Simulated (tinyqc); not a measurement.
# Changing the dopant density N_d

Model: defect equilibria of an oxide against oxygen pressure (mass action). Computed by tinyqc, a small Python program. Command: `OMP_NUM_THREADS=1 python tinyqc.py 3006055 3006056 out.jsonl brouwer sweep`. One thread of a shared host (Intel(R) Xeon(R) Processor @ 2.30GHz), about 0.01 s of CPU time with the checks.

Defects: oxygen vacancies V (charge +2), electrons n, holes p, the ionic partner X = V_M'' (charge -2), and the dopant. Activities are taken equal to concentrations.

Inputs (values chosen for the exercise, for a model oxide):
```
quantity,value,unit
reduction enthalpy H_r,3.48,eV
prefactor K_r0,2.4e+68,cm^-9 atm^(1/2)
gap E_g,3.65,eV
prefactor N_c N_v,9.6e+40,cm^-6
disorder enthalpy H_s,4.18,eV
prefactor K_s0,2.2e+45,cm^-6
temperature T,1400,K
oxygen pressure P,6e-07,atm
electron mobility mu_n,0.16,cm^2/(V s)
hole mobility mu_p,0.034,cm^2/(V s)
vacancy diffusion prefactor D_0,0.26,cm^2/s
vacancy migration energy E_m,0.98,eV
```

Ionic disorder: Schottky, oxide MO. Dopant (singly charged, fully ionised): donor.

Constants: k_B = 8.617333262e-05 eV/K; e = 1.602176634e-19 C.

Method:
- K_r = K_r0 exp(-H_r/k_B T) = [V] n^2 P^(1/2); K_i = N_c N_v exp(-E_g/k_B T) = n p; K_s = K_s0 exp(-H_s/k_B T) = [X] [V].
- Neutrality: 2 [V] + p + N_d = n + 2 [X]. With n as the unknown, [V] = K_r/(n^2 P^(1/2)), p = K_i/n, [X] = K_s/[V]; the log ratio is ln(positive/negative).
- The root is found by 60 bisections in ln n between n = 1e-10 and 1e25 cm^-3.
- sigma_n = e n mu_n, sigma_p = e p mu_p, sigma_ion = 2 e [V] mu_V with mu_V = 2 e D/(k_B T) and D = D_0 exp(-E_m/k_B T); only the oxygen vacancies carry ionic current, and the ionic transport number is sigma_ion over the total.

One run for each value:
```
dopant density N_d (cm^-3),n (cm^-3),[V] (cm^-3),p (cm^-3),[X] (cm^-3),ionic transport number
1.00e+15,5.6873e+19,2.8436e+19,1.2245e+08,6.9377e+10,7.9264e-03
6.00e+15,5.6875e+19,2.8434e+19,1.2244e+08,6.9381e+10,7.9257e-03
3.00e+16,5.6883e+19,2.8426e+19,1.2242e+08,6.9400e+10,7.9224e-03
2.00e+17,5.6940e+19,2.8370e+19,1.2230e+08,6.9539e+10,7.8989e-03
1.00e+18,5.7208e+19,2.8104e+19,1.2173e+08,7.0196e+10,7.7890e-03
6.00e+18,5.8945e+19,2.6472e+19,1.1814e+08,7.4523e+10,7.1254e-03
3.00e+19,6.8830e+19,1.9415e+19,1.0118e+08,1.0161e+11,4.4872e-03
2.00e+20,2.0440e+20,2.2015e+18,3.4069e+07,8.9613e+11,1.7208e-04
1.00e+21,1.0002e+21,9.1945e+16,6.9626e+06,2.1456e+13,1.4690e-06
```

Over the rows, n (cm^-3) rises from 5.69e19 to 1.00e21; [V] (cm^-3) falls from 2.84e19 to 9.19e16; p (cm^-3) falls from 1.22e8 to 6.96e6. The largest terms of the neutrality condition are 2 [V] = n from row 1; N_d = n from row 8.

Caution (rows 2.00e20, 1.00e21): one of n, p, [V] and [X] is above 2e20 cm^-3, near 1 % of the sites of a usual oxide, where defects associate and the ideal mass-action laws fail. Caution (rows 2.00e20, 1.00e21): the carrier density is near sqrt(N_c N_v), where the carriers are degenerate and n p = K_i fails.

Extremes, crossings and ranges named in words are read from the listed rows.
